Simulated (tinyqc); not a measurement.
RHF in the sto-6g basis, for H6, spin multiplicity 1, step by step. One step of it, computed by the program tinyqc.

Question. Iteration 1: building the Fock matrix. J_ij = sum D_kl (ij|kl), K_ij = sum D_kl (ik|jl); F = H + J - 0.5 K; E = tr D H + tr D J / 2 - 0.25 tr D K + E_nn.

D at the start, order 1H 1s, 2H 1s, 3H 1s, 4H 1s, 5H 1s, 6H 1s:
$$\begin{pmatrix}
0.947443 & 0.096427 & 0.025823 & 0.002920 & 0.002434 & 0.000104 \\
0.096427 & 0.886185 & 0.100799 & 0.019323 & 0.010450 & 0.002434 \\
0.025823 & 0.100799 & 0.894624 & 0.098786 & 0.019361 & 0.002939 \\
0.002920 & 0.019323 & 0.098786 & 0.894532 & 0.100806 & 0.025856 \\
0.002434 & 0.010450 & 0.019361 & 0.100806 & 0.886103 & 0.096424 \\
0.000104 & 0.002434 & 0.002939 & 0.025856 & 0.096424 & 0.947454
\end{pmatrix}$$

core Hamiltonian H = T + V (hartree), order 1H 1s, 2H 1s, 3H 1s, 4H 1s, 5H 1s, 6H 1s:
$$\begin{pmatrix}
-1.780117 & -1.384249 & -0.314969 & -0.082360 & -0.009507 & -0.001768 \\
-1.384249 & -2.096824 & -1.009034 & -0.329318 & -0.045097 & -0.009507 \\
-0.314969 & -1.009034 & -2.251458 & -1.562817 & -0.329880 & -0.082515 \\
-0.082360 & -0.329318 & -1.562817 & -2.251747 & -1.010493 & -0.315515 \\
-0.009507 & -0.045097 & -0.329880 & -1.010493 & -2.097316 & -1.384439 \\
-0.001768 & -0.009507 & -0.082515 & -0.315515 & -1.384439 & -1.780320
\end{pmatrix}$$

Two-electron integrals (ij|kl) in chemists' order, unique and non-zero (hartree):
```
(11|11) 0.774999   (21|11) 0.402060   (21|21) 0.249725   (22|11) 0.541782
(22|21) 0.402060   (22|22) 0.774999   (31|11) 0.058205   (31|21) 0.039976
(31|22) 0.072971   (31|31) 0.007898   (32|11) 0.151838   (32|21) 0.117038
(32|22) 0.241604   (32|31) 0.027001   (32|32) 0.102061   (33|11) 0.266653
(33|21) 0.204065   (33|22) 0.428829   (33|31) 0.058205   (33|32) 0.241604
(33|33) 0.774999   (41|11) 0.011990   (41|21) 0.008353   (41|22) 0.015531
(41|31) 0.001783   (41|32) 0.006345   (41|33) 0.015531   (41|41) 0.000430
(42|11) 0.037746   (42|21) 0.028567   (42|22) 0.058205   (42|31) 0.007004
(42|32) 0.027001   (42|33) 0.072971   (42|41) 0.001783   (42|42) 0.007898
(43|11) 0.136065   (43|21) 0.100694   (43|22) 0.204065   (43|31) 0.028567
(43|32) 0.117038   (43|33) 0.402060   (43|41) 0.008353   (43|42) 0.039976
(43|43) 0.249725   (44|11) 0.189431   (44|21) 0.136065   (44|22) 0.266653
(44|31) 0.037746   (44|32) 0.151838   (44|33) 0.541782   (44|41) 0.011990
(44|42) 0.058205   (44|43) 0.402060   (44|44) 0.774999   (51|11) 0.001066
(51|21) 0.000752   (51|22) 0.001416   (51|31) 0.000169   (51|32) 0.000617
(51|33) 0.001620   (51|41) 0.000043   (51|42) 0.000186   (51|43) 0.000954
(51|44) 0.001519   (51|51) 4.74e-06   (52|11) 0.004073   (52|21) 0.003007
(52|22) 0.005993   (52|31) 0.000750   (52|32) 0.002886   (52|33) 0.008227
(52|41) 0.000202   (52|42) 0.000910   (52|43) 0.005004   (52|44) 0.008226
(52|51) 0.000023   (52|52) 0.000118   (53|11) 0.022743   (53|21) 0.016283
(53|22) 0.031782   (53|31) 0.004399   (53|32) 0.017440   (53|33) 0.058313
(53|41) 0.001324   (53|42) 0.006265   (53|43) 0.040049   (53|44) 0.073102
(53|51) 0.000170   (53|52) 0.000911   (53|53) 0.007924   (54|11) 0.064376
(54|21) 0.044949   (54|22) 0.085227   (54|31) 0.011749   (54|32) 0.045508
(54|33) 0.152074   (54|41) 0.003683   (54|42) 0.017434   (54|43) 0.117223
(54|44) 0.241986   (54|51) 0.000524   (54|52) 0.002890   (54|53) 0.027084
(54|54) 0.102348   (55|11) 0.133867   (55|21) 0.091360   (55|22) 0.168681
(55|31) 0.022711   (55|32) 0.085136   (55|33) 0.266784   (55|41) 0.006895
(55|42) 0.031741   (55|43) 0.204183   (55|44) 0.429114   (55|51) 0.001066
(55|52) 0.005993   (55|53) 0.058313   (55|54) 0.241986   (55|55) 0.774999
(61|11) 0.000163   (61|21) 0.000116   (61|22) 0.000222   (61|31) 0.000027
(61|32) 0.000102   (61|33) 0.000278   (61|41) 0.000007   (61|42) 0.000032
(61|43) 0.000169   (61|44) 0.000278   (61|51) 8.29e-07   (61|52) 4.16e-06
(61|53) 0.000032   (61|54) 0.000102   (61|55) 0.000222   (61|61) 1.49e-07
(62|11) 0.000742   (62|21) 0.000541   (62|22) 0.001066   (62|31) 0.000136
(62|32) 0.000523   (62|33) 0.001519   (62|41) 0.000037   (62|42) 0.000169
(62|43) 0.000954   (62|44) 0.001620   (62|51) 4.49e-06   (62|52) 0.000023
(62|53) 0.000186   (62|54) 0.000617   (62|55) 0.001416   (62|61) 8.29e-07
(62|62) 4.74e-06   (63|11) 0.005112   (63|21) 0.003602   (63|22) 0.006906
(63|31) 0.000946   (63|32) 0.003684   (63|33) 0.012014   (63|41) 0.000283
(63|42) 0.001324   (63|43) 0.008369   (63|44) 0.015562   (63|51) 0.000038
(63|52) 0.000203   (63|53) 0.001789   (63|54) 0.006366   (63|55) 0.015562
(63|61) 0.000007   (63|62) 0.000043   (63|63) 0.000432   (64|11) 0.017682
(64|21) 0.012181   (64|22) 0.022743   (64|31) 0.003092   (64|32) 0.011752
(64|33) 0.037815   (64|41) 0.000946   (64|42) 0.004399   (64|43) 0.028620
(64|44) 0.058313   (64|51) 0.000136   (64|52) 0.000752   (64|53) 0.007027
(64|54) 0.027084   (64|55) 0.073102   (64|61) 0.000027   (64|62) 0.000170
(64|63) 0.001789   (64|64) 0.007924   (65|11) 0.074199   (65|21) 0.050094
(65|22) 0.091360   (65|31) 0.012164   (65|32) 0.044900   (65|33) 0.136122
(65|41) 0.003597   (65|42) 0.016261   (65|43) 0.100744   (65|44) 0.204183
(65|51) 0.000541   (65|52) 0.003007   (65|53) 0.028620   (65|54) 0.117223
(65|55) 0.402060   (65|61) 0.000116   (65|62) 0.000752   (65|63) 0.008369
(65|64) 0.040049   (65|65) 0.249725   (66|11) 0.110962   (66|21) 0.074199
(66|22) 0.133867   (66|31) 0.017656   (66|32) 0.064304   (66|33) 0.189498
(66|41) 0.005104   (66|42) 0.022711   (66|43) 0.136122   (66|44) 0.266784
(66|51) 0.000742   (66|52) 0.004073   (66|53) 0.037815   (66|54) 0.152074
(66|55) 0.541782   (66|61) 0.000163   (66|62) 0.001066   (66|63) 0.012014
(66|64) 0.058313   (66|65) 0.402060   (66|66) 0.774999
```

nuclear repulsion = 4.85480826 hartree

Give: Coulomb J; exchange K; Fock matrix F; total energy of this density.

Answer.

Coulomb J (hartree), order 1H 1s, 2H 1s, 3H 1s, 4H 1s, 5H 1s, 6H 1s:
$$\begin{pmatrix}
2.0149 & 1.3077 & 0.2671 & 0.0669 & 0.0074 & 0.0013 \\
1.3077 & 2.3086 & 0.9342 & 0.2810 & 0.0365 & 0.0074 \\
0.2671 & 0.9342 & 2.4614 & 1.4807 & 0.2815 & 0.0671 \\
0.0669 & 0.2810 & 1.4807 & 2.4616 & 0.9356 & 0.2675 \\
0.0074 & 0.0365 & 0.2815 & 0.9356 & 2.3090 & 1.3079 \\
0.0013 & 0.0074 & 0.0671 & 0.2675 & 1.3079 & 2.0151
\end{pmatrix}$$

exchange K (hartree), order 1H 1s, 2H 1s, 3H 1s, 4H 1s, 5H 1s, 6H 1s:
$$\begin{pmatrix}
1.0524 & 0.8659 & 0.2749 & 0.1016 & 0.0199 & 0.0059 \\
0.8659 & 1.1624 & 0.6083 & 0.2789 & 0.0629 & 0.0199 \\
0.2749 & 0.6083 & 1.1747 & 0.9003 & 0.2793 & 0.1017 \\
0.1016 & 0.2789 & 0.9003 & 1.1750 & 0.6092 & 0.2753 \\
0.0199 & 0.0629 & 0.2793 & 0.6092 & 1.1627 & 0.8660 \\
0.0059 & 0.0199 & 0.1017 & 0.2753 & 0.8660 & 1.0524
\end{pmatrix}$$

Fock matrix F (hartree), order 1H 1s, 2H 1s, 3H 1s, 4H 1s, 5H 1s, 6H 1s:
$$\begin{pmatrix}
-0.2914 & -0.5095 & -0.1854 & -0.0662 & -0.0120 & -0.0034 \\
-0.5095 & -0.3694 & -0.3789 & -0.1878 & -0.0400 & -0.0120 \\
-0.1854 & -0.3789 & -0.3774 & -0.5323 & -0.1881 & -0.0663 \\
-0.0662 & -0.1878 & -0.5323 & -0.3777 & -0.3794 & -0.1857 \\
-0.0120 & -0.0400 & -0.1881 & -0.3794 & -0.3696 & -0.5095 \\
-0.0034 & -0.0120 & -0.0663 & -0.1857 & -0.5095 & -0.2914
\end{pmatrix}$$

total energy of this density = -2.545672 hartree

This density is the starting one; it is not idempotent, so its energy is not variational and may lie below the converged one.
